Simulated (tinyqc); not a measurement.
Conductivity against temperature: Debye-Callaway model of lattice thermal conductivity. Computed by tinyqc, a small Python program. Command: `OMP_NUM_THREADS=1 python tinyqc.py 3030867 3030868 out.jsonl callaway walk`. One thread of a shared host (Intel(R) Xeon(R) Processor @ 2.30GHz), about 0.01 s of CPU time with the checks.

Three acoustic branches with one velocity v, cut at omega_D = k_B Theta/hbar; x = hbar omega/(k_B T). v and Theta are separate inputs: Theta cuts off the heat-carrying modes, so C need not reach 3 k_B/V. gamma is an effective value that sets the umklapp rate. Heat flows along the wire.

Inputs (values chosen for the exercise, modelled on silicon): sound velocity v = 6400 m/s; Debye temperature Theta = 670 K; volume per atom V = 20 angstrom^3; mean atomic mass M = 28.09 u; effective Grueneisen parameter gamma = 2.21; umklapp exponent divisor b = 3; mass variance Gamma = 0.00018; wire diameter D = 0.24 micrometre; specularity p = 0.8.

Sample: wire. Point defects: isotopes. Normal processes: left out.

Constants: k_B = 1.380649e-23 J/K; hbar = 1.054571817e-34 J s; u = 1.6605390666e-27 kg.

Method:
- Gamma is given directly by the isotope mixture. A = V Gamma/(4 pi v^3).
- Rates: point defects A omega^4; umklapp B omega^2 T exp(-Theta/(b T)) with B = hbar gamma^2/(M v^2 Theta). Boundaries: v/Lambda_B with Lambda_B = D (1 + p)/(1 - p).
- kappa_1 = c int tau_C g dx, g = x^4 e^x/(e^x - 1)^2, c = (k_B/(2 pi^2 v)) (k_B T/hbar)^3, over 0 < x < min(Theta/T, 40), by 96 Gauss-Legendre points in s with x = x_max s^2; tau_C = tau_R, the inverse of the summed rates, and kappa = kappa_1.
- The boundary limit is C v^2/(3 x boundary rate), with C = 3 c int g dx / v^2.

Rayleigh coefficient A = 1.09283e-45 s^3

Kappa (W/(m K)):
```
T (K)  all processes  without point defects  boundary limit
6.7          0.64642                0.64664         0.64664
13            4.7015                 4.7235          4.7235
23            25.168                 26.158          26.159
40            111.19                 135.47          137.57
67            291.26                 419.18          629.16
110           339.96                 427.30          2138.5
200           200.51                 218.93          5020.1
340           103.37                 107.39          6886.2
540           57.617                 58.766          7692.8
870           32.436                 32.782          8057.0
```

kappa peaks among these rows at 110 K (T/Theta = 0.164) with 340 W/(m K). The exponent d ln kappa/d ln T is 2.99 at the cold end, the T^3 law of boundary scattering, and -1.20 at the hot end, near the 1/T law of umklapp scattering, which rules there. Point defects cost most at 67 K, a factor 1.44.

Extremes, crossings and ranges named in words are read from the listed rows.
